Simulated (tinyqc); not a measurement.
Inside a calculation. Model: Schottky diode by thermionic emission with image-force lowering and series resistance.

Computed by the program tinyqc: `OMP_NUM_THREADS=1 python tinyqc.py 2640062 2640063 out.jsonl`, one thread of a shared Intel Xeon 2.30GHz, about 0.01 s for the whole run. Printed values are rounded.

Metal on an n-type semiconductor with one parabolic valley; V > 0 is forward bias (metal positive). I = I0 [exp(Vj/(n Vt)) - 1] with Vj = V - I Rs; I0 = S A* T^2 exp(-(phi - dphi)/Vt), the lowering dphi taken at zero bias.

Inputs (values chosen for the exercise); band and dielectric values close to those of In0.53Ga0.47As:
- T = 400 K (temperature)
- me = 0.0411 m0 (electron mass)
- eps_r = 13.8 (relative permittivity)
- phi = 0.52 eV (barrier height seen from the metal)
- Nd = 1e16 cm^-3 (donor density)
- S = 0.00015 cm^2 (area)
- n = 1.23 (ideality factor)
- Rs = 11 ohm (series resistance)
- V = 0.72 V (applied bias)

Constants: q = 1.602176634e-19 C, kB = 1.380649e-23 J/K, h = 6.62607015e-34 J s, m0 = 9.1093837015e-31 kg, Vt = kB T/q, eps0 = 8.8541878128e-14 F/cm where lengths are in cm. Results are converted to the units shown.

## Saturation current

A* = 4 pi q me m0 kB^2/h^3 (times 1e-4 for A/(cm^2 K^2)); Nc = 2 (2 pi me m0 kB T/h^2)^1.5 (times 1e-6 for cm^-3); xi = Vt ln(Nc/Nd), Vbi = phi - xi; surface field Em = sqrt(2 q Nd (Vbi - V - Vt)/(eps0 eps_r)); dphi = sqrt(q Em/(4 pi eps0 eps_r)). Here V = 0 in Em.

A* = 4.93912 A/(cm^2 K^2)
Nc = 3.21916e17 cm^-3
Vbi = 0.400333 V
Em = 30.9753 kV/cm
dphi = 17.9781 meV
I0 = 5.60613e-5 A

The lowering raises I0 by a factor of 1.68.

## Iteration 1: junction voltage

Vj at the start = 0.72 V

Newton step for g(Vj) = Vj + Rs I0 [exp(Vj/(n Vt)) - 1] - V = 0: Vj(new) = Vj - g/g', g' = 1 + Rs I0 exp(Vj/(n Vt))/(n Vt).

Vj after iteration 1 = 0.677603 V

## Iteration 2: junction voltage

As before.

Vj after iteration 2 = 0.635206 V

## Course of the iteration

Stop when Vj changes by less than 1e-10 V, or after 50 iterations.

Course of the iteration:

| iteration | Vj (V) | change (V) |
|---|---|---|
| 1 | 0.677603 | 0.0424 |
| 2 | 0.635206 | 0.0424 |
| 3 | 0.592812 | 0.0424 |
| 4 | 0.550424 | 0.0424 |
| 5 | 0.508061 | 0.0424 |
| 6 | 0.465773 | 0.0423 |
| 7 | 0.423721 | 0.0421 |
| 8 | 0.382386 | 0.0413 |
| 9 | 0.343131 | 0.0393 |
| 10 | 0.309374 | 0.0338 |
| 11 | 0.287168 | 0.0222 |
| 12 | 0.279467 | 7.70e-3 |
| 13 | 0.278744 | 7.22e-4 |
| 14 | 0.278739 | 5.68e-6 |
| 15 | 0.278739 | 3.47e-10 |
| 16 | 0.278739 | < 1e-14 |

Converged in 16 iterations.

## Current and small-signal resistance

converged Vj = 0.278739 V

I = I0 [exp(Vj/(n Vt)) - 1], dV/dI = Rs + n Vt/(I + I0).

I = 40.1147 mA
drop over Rs = 0.441261 V
dV/dI = 12.0554 ohm
